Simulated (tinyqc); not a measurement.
Current of a Schottky diode by thermionic-emission-diffusion theory, and its read-back from I-V-T and C-V data: one step, computed by the program tinyqc. Command: `OMP_NUM_THREADS=1 python tinyqc.py 3015604 3015605 out.jsonl schottky walk`. One thread of a shared host (Intel(R) Xeon(R) Processor @ 2.30GHz), about 0.01 s of CPU time with the checks.

Full ionisation, no tunnelling, no recombination current. V is the voltage across the junction itself, forward positive.

Problem. Current. N_c(T) = N_c (T/300 K)^(3/2); V_bi = phi_0 - (k_B T/e) ln(N_c(T)/N); surface field F = sqrt(2 e N (V_bi - V - k_B T/e)/(eps eps_0)); image lowering d_phi = sqrt(e F/(4 pi eps eps_0)); effective barrier phi = phi_0 - d_phi. Collection velocity v_R = A* T^2/(e N_c(T)); diffusion velocity v_D = mu F; J = e N_c(T) v_R/(1 + v_R/v_D) exp(-phi/k_B T) [exp(e V/k_B T) - 1]. Terminal voltage V + J R_s.

Inputs (values chosen for the exercise, modelled on n-type GaN):
```
quantity                                     value           unit
Richardson constant A*                        25.5   A/(cm^2 K^2)
effective density of states at 300 K, N_c  2.3e+18         1/cm^3
permittivity eps                               9.7              -
mobility mu                                   1100     cm^2/(V s)
barrier without image force phi_0             1.05             eV
doping N                                   5.2e+16         1/cm^3
series resistance R_s                         0.37  milliohm cm^2
junction voltage V                            0.53              V
temperature T                                  300              K
```

Barrier: uniform.

Constants: k_B = 8.617333262e-05 eV/K; e = 1.602176634e-19 C; eps_0 = 8.8541878128e-12 F/m.

Give: v_R; v_D; current density J; terminal voltage.

Solution.

v_R = 6.2279e+06 cm/s

v_D = 9.6439e+07 cm/s

current density J = 0.015997 A/cm^2

terminal voltage = 0.53001 V

v_D/v_R = 15.5: emission over the barrier limits the current.
